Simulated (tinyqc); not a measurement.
From results back to parameters: donor level screened by free carriers (Yukawa potential). Two cases, with inputs chosen for the exercise.

Problem. With Debye screening alone, ks^2 = 4 pi q n/(eps kB T), 1e18/cm^3 = 1e-6/angstrom^3. The converged binding was computed from a hidden density.

Potential -(q/(eps r)) exp(-ks r), q = e^2/(4 pi eps0). In units Ry* = Ry m/eps^2 and a* = a0 eps/m the problem is [-Laplacian - 2 exp(-x r)/r] psi = E psi with x = ks a*.

Converged values use 18 functions exp(-z r), z = 1.55^i, i = -11 to 6: S = 2/A^3, H = z_i z_j S - 2/(A + x)^2, A = z_i + z_j.

Constants: e^2/(4 pi eps0) = 14.39964547 eV angstrom; kB = 8.617333262e-05 eV/K.

Find: x; n.

Method. The binding in Ry* falls steadily with x, so bisection gives x; then n = (x/a*)^2 eps kB T/(4 pi q).

Case 1.

Values chosen (out of a larger set: near those of a donor in InP, with one mean mass; not measured data): eps = 12.1 (dielectric constant); T = 200 K (temperature).

Ry* = 7.063 meV
a* = 84.25 angstrom
binding = 4.4907 meV

Solution.

x = 0.212
n = 0.0073 x 1e18/cm^3

Case 2.

Values chosen (out of a larger set: near those of a donor in Ge, with one mean mass; not measured data): eps = 16.1 (dielectric constant); T = 300 K (temperature).

Ry* = 8.871 meV
a* = 50.41 angstrom
binding = 6.7292 meV

Solution.

x = 0.133
n = 0.016 x 1e18/cm^3

Computed by tinyqc, one run a case: `OMP_NUM_THREADS=1 python tinyqc.py N N+1 out.jsonl` with N = 1281206, 1281221; one thread of a shared Intel(R) Xeon(R) Processor @ 2.30GHz, about 0.01 s a run at most.
